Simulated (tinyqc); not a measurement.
Worked calculation: zigzag graphene nanoribbon in tight binding. Values are carried at full precision from step to step, so a last printed digit may differ when a step is redone from the rounded ones.

A zigzag ribbon of N chains, sites A1, B1, A2, ..., BN across it. For each k it is a chain with bonds -2t cos(k/2) (A_n to B_n) and -t (B_n to A_(n+1)), and +D, -D on A and B. A1 and BN are the edge sites; the Dirac points project to k = 2 pi/3.

Parameters, chosen for this exercise (near those used for graphene; shifted at random, so the results belong to these values and not to a real crystal): t = 2.65 eV (hopping); N = 4 (zigzag chains); D = 0 eV (sublattice potential, +D on A and -D on B); k = 2.51 (k times the period sqrt3 acc); acc = 1.42 angstrom (bond length).

## The chain at this k

Form the k-dependent bond and the matrix.

2 cos(k/2) = 0.62115

H(k) (eV), rows A1, B1, A2, B2, A3, B3, A4, B4 and columns alike:
```
[[0, -1.6460, 0, 0, 0, 0, 0, 0],
 [-1.6460, 0, -2.6500, 0, 0, 0, 0, 0],
 [0, -2.6500, 0, -1.6460, 0, 0, 0, 0],
 [0, 0, -1.6460, 0, -2.6500, 0, 0, 0],
 [0, 0, 0, -2.6500, 0, -1.6460, 0, 0],
 [0, 0, 0, 0, -1.6460, 0, -2.6500, 0],
 [0, 0, 0, 0, 0, -2.6500, 0, -1.6460],
 [0, 0, 0, 0, 0, 0, -1.6460, 0]]
```

An edge state of the finite ribbon needs 2 cos(k/2) < N/(N + 1) = 0.8000: it exists here.

## Levels and where the middle pair lives

Diagonalise H; average the weights of the two middle levels.

levels (eV): [-4.0379, -3.2953, -2.1625, -0.2551, 0.2551, 2.1625, 3.2953, 4.0379]

weights: A1 0.331, B1 0.008, A2 0.122, B2 0.039, A3 0.039, B3 0.122, A4 0.008, B4 0.331

The two edge sites hold 66.2 % of the middle pair, against 25.0 % for an even spread.

## The edge state from the half-plane solution

On a half plane the state lives on one sublattice with amplitudes (-x)^n, x = 2 cos(k/2): weight 1 - x^2 on the edge site, decay length -1.5 acc/ln x of the amplitude. The two edges mix to |E| = sqrt(D^2 + e^2), e about t x^N (1 - x^2).

edge weight = 0.6142
decay length = 4.473 angstrom
e = 0.2423 eV
|E| = 0.2423 eV

Diagonalising the chain of 8 sites gives |E| = 0.2551 eV; the estimate is -5.0 % from it, since it drops terms of order x^(2N).

## Checks

- Level at k = pi next to the edge pair against sqrt(t^2 + D^2): both 2.65000.

tinyqc: `OMP_NUM_THREADS=1 python tinyqc.py 1450243 1450244 out.jsonl`; about 0.01 s, one thread, shared Intel(R) Xeon(R) Processor @ 2.30GHz.
